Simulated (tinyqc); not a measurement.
Inside a calculation. Model: finite-difference solution of the diffusion equation on a small grid. Computed by tinyqc, a small Python program that keeps every step. Command: `OMP_NUM_THREADS=1 python tinyqc.py 3007882 3007883 out.jsonl fdiff walk`. One thread of a shared host (Intel(R) Xeon(R) Processor @ 2.30GHz), about 0.01 s of CPU time with the checks. Intermediate numbers are printed to about 6 digits and carried at full precision; extremes and crossings named in words are read from the listed rows.

dC/dt = D d2C/dx2 on nodes x_j = j dx, j = 0..11; the far end is sealed.

Inputs (values chosen for the exercise): diffusivity D = 2.3 nm^2/s; grid spacing dx = 50 nm; time step dt = 230 s; final time t_f = 3680 s.

Boundary at x = 0: sealed surface. Scheme: explicit.

start values C_j, j = 0, 1, ... (% of a reference): [6.95, 33.8, 76.9, 100, 58.9, 7.14, 10.7, 0, 0, 0, 0, 0]

## Mesh ratio and operator

The operator M acts as (M C)_j = C_(j-1) - 2 C_j + C_(j+1); at the sealed far end a mirror node gives 2 C_(N-2) - 2 C_(N-1); at j = 0, a mirror node gives 2 C_1 - 2 C_0. r = D dt/dx^2.

mesh ratio r = 0.2116

operator M, rows 0, 1, 2, 3, 4, 5, 6, 7, 8, 9, 10, 11:
```
[[-2, 2, 0, 0, 0, 0, 0, 0, 0, 0, 0, 0],
 [1, -2, 1, 0, 0, 0, 0, 0, 0, 0, 0, 0],
 [0, 1, -2, 1, 0, 0, 0, 0, 0, 0, 0, 0],
 [0, 0, 1, -2, 1, 0, 0, 0, 0, 0, 0, 0],
 [0, 0, 0, 1, -2, 1, 0, 0, 0, 0, 0, 0],
 [0, 0, 0, 0, 1, -2, 1, 0, 0, 0, 0, 0],
 [0, 0, 0, 0, 0, 1, -2, 1, 0, 0, 0, 0],
 [0, 0, 0, 0, 0, 0, 1, -2, 1, 0, 0, 0],
 [0, 0, 0, 0, 0, 0, 0, 1, -2, 1, 0, 0],
 [0, 0, 0, 0, 0, 0, 0, 0, 1, -2, 1, 0],
 [0, 0, 0, 0, 0, 0, 0, 0, 0, 1, -2, 1],
 [0, 0, 0, 0, 0, 0, 0, 0, 0, 0, 2, -2]]
```

## Amplification factors

The mode of M with eigenvalue mu has its amplitude multiplied per step by g = (1 + (1 - theta) r mu)/(1 - theta r mu), with theta = 0 explicit, 1 implicit, 1/2 Crank-Nicolson; the explicit scheme is stable for r up to 2/|mu_min|.

eigenvalues mu of M: [-4.00000, -3.91899, -3.68251, -3.30972, -2.83083, -2.28463, -1.71537, -1.16917, -0.69028, -0.31749, -0.08101, 0.00000]

factors g: [0.15360, 0.17074, 0.22078, 0.29966, 0.40100, 0.51657, 0.63703, 0.75260, 0.85394, 0.93282, 0.98286, 1.00000]

largest stable r of the explicit scheme = 0.5

The smallest factor is 0.154: no mode changes sign, and all decay but one with mu = 0 where there is such a mode.

## Time step 1

C at the start (%): [6.95, 33.80, 76.90, 100.00, 58.90, 7.14, 10.70, 0.00, 0.00, 0.00, 0.00, 0.00]

With r = D dt/dx^2: (1 - theta r M) C(new) = (1 + (1 - theta) r M) C(old); theta = 0 explicit, 1 implicit, 1/2 Crank-Nicolson.

C after step 1 (%): [18.3129, 37.2385, 72.6680, 86.4153, 56.6443, 18.8457, 7.6826, 2.2641, 0.0000, 0.0000, 0.0000, 0.0000]

## Time step 2

The formulas are those given above.

C after step 2 (%): [26.3222, 40.7307, 68.0800, 77.2068, 54.9457, 24.4818, 8.8982, 2.9316, 0.4791, 0.0000, 0.0000, 0.0000]

## All steps

The run takes n = round(t_f/dt) steps of length t_f/n. The dose is the trapezoidal sum of C dx; the error is the largest difference from exp(M D t/dx^2) C(0), the exact time evolution on the same grid.

Course of the run:
```
step  t (s)      C_1      C_6  dose (% nm)  largest error
1       230  37.2385   7.6826     14545.75        2.52388
2       460  40.7307   8.8982     14545.75        2.51290
3       690  43.4690  10.9331     14545.75        2.45188
4       920  45.5228  12.9305     14545.75        2.29107
5      1150  47.0515  14.6808     14545.75        2.13001
6      1380  48.1830  16.1552     14545.75        2.00335
7      1610  49.0103  17.3771     14545.75        1.83386
...     ...      ...      ...          ...            ...
10     2300  50.2619  19.8880     14545.75        1.28429
11     2530  50.4008  20.4477     14545.75        1.12186
12     2760  50.4453  20.9109     14545.75        0.97558
13     2990  50.4140  21.2962     14545.75        0.84551
14     3220  50.3216  21.6187     14545.75        0.73074
15     3450  50.1801  21.8904     14545.75        0.62995
16     3680  49.9991  22.1211     14545.75        0.55214
```

C at the end (%): [50.2339, 49.9991, 48.7585, 45.4089, 39.3323, 31.0722, 22.1211, 14.1031, 8.0394, 4.1421, 2.0892, 1.4642]

largest error at t_f = 0.552145 %

final dose = 14545.75 % nm

final C_6 = 22.1211 %

The time-step error at the end is 0.55 on a scale of 50.2. Both ends are sealed, so the dose is conserved exactly, whatever the step.

## The three schemes as the step is halved

Each run reaches t_f in n equal steps; errors are the largest difference from exp(M D t_f/dx^2) C(0). A dash marks unstable explicit runs.

Largest error at t_f (%):
```
steps n         r  explicit  implicit  Crank-Nicolson
4        0.846400         -   2.45542     2.97850e-01
8        0.423200   1.07157   1.19662     7.79911e-02
16       0.211600   0.55214   0.58645     1.95425e-02
32       0.105800   0.28113   0.28965     4.88809e-03
64       0.052900   0.14172   0.14385     1.22217e-03
128      0.026450   0.07114   0.07167     3.05552e-04
256      0.013225   0.03564   0.03577     7.63886e-05
```

From the last two rows, halving the step divides the error by 2.00 (explicit), 2.00 (implicit), 4.00 (Crank-Nicolson): a factor 2 marks first order in dt and 4 second order. The explicit scheme needs n of at least 7 to be stable; the other two are stable at any step.

Checks made by the program: matrix exponential against 4096 Crank-Nicolson steps (relative difference 6e-09).
